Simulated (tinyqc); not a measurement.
Inside a calculation. Model: read current of a NAND string, cells in series solved by shooting.

tinyqc, about 0.5 s, one thread, Intel Xeon 2.30GHz (shared host): `OMP_NUM_THREADS=1 python tinyqc.py 2142097 2142098 out.jsonl` Printed values are rounded.

Cells in series, numbered from 0 at the source line (0 V) to the bit line, each followed by a gap resistance Rg. A cell with gate Vg, threshold VT, source Vs and drain Vd passes I = 2 nf K Vt^2 [F(Vs) - F(Vd)]/(1 + th max(Vg - VT, 0)), F(V) = ln^2(1 + exp((Vg - VT - nf V)/(2 nf Vt))). The selected cell has Vg = Vr, the others Vg = Vp.

Inputs (values chosen for the exercise); values of the order met in vertical NAND strings: temperature T = 358 K; gain factor of a cell K = 19 uA/V^2; slope factor nf = 2.4; mobility reduction factor th = 0.1 1/V; resistance of the gap between cells Rg = 20 kohm; bit-line voltage Vbl = 0.3 V; pass voltage Vp = 8 V; read voltage on the selected word line Vr = 1.53 V.

Constants: q = 1.602176634e-19 C, kB = 1.380649e-23 J/K, Vt = kB T/q. Results are converted to the units shown.

## Step 1: node voltages for a trial current

first trial current = 0.7 uA
thresholds from the source end, cell 0 to 5 (V): -0.8  -0.8  -0.8  -0.8  -0.8  0.6

For a trial current I start at 0 V and, cell by cell (the selected one is cell 5), solve for the drain: sqrt(F(Vd)) = sqrt(F(Vs) - I/k), k = 2 nf K Vt^2/(1 + th max(Vg - VT, 0)), Vd = [Vg - VT - 2 nf Vt ln(exp(sqrt F) - 1)]/nf, then add I Rg.

node voltage after each cell and gap, trial 1, cell 0 to 5 (V): 0.02187928  0.04380596  0.06578072  0.08780426  0.1098773  0.1940886

## Step 2: node voltages for a trial current

second trial current = 0.9 uA

As before.

node voltage after each cell and gap, trial 2, cell 0 to 5 (V): 0.02813362  0.05634582  0.08463804  0.1130118  0.1414686  0.2790088

## Course of the secant iteration

Secant steps on the end voltage less Vbl, from the two trials; a trial above the saturation current of a cell has no solution and is moved halfway to the previous trial. Stop below 1e-9 V.

Course of the iteration:
```
iteration     I (uA)  end voltage - Vbl (V)  halvings
1          0.9494374                9.27e-3         0
2          0.9342980               -8.25e-4         0
3          0.9355356               -3.26e-5         0
4          0.9355864                1.15e-7         0
5          0.9355863              -1.59e-11         0
```

Converged in 5 iterations to I = 0.93559 uA. The selected cell takes 44.7 % of the bit-line voltage and the gaps together 37.4 %.
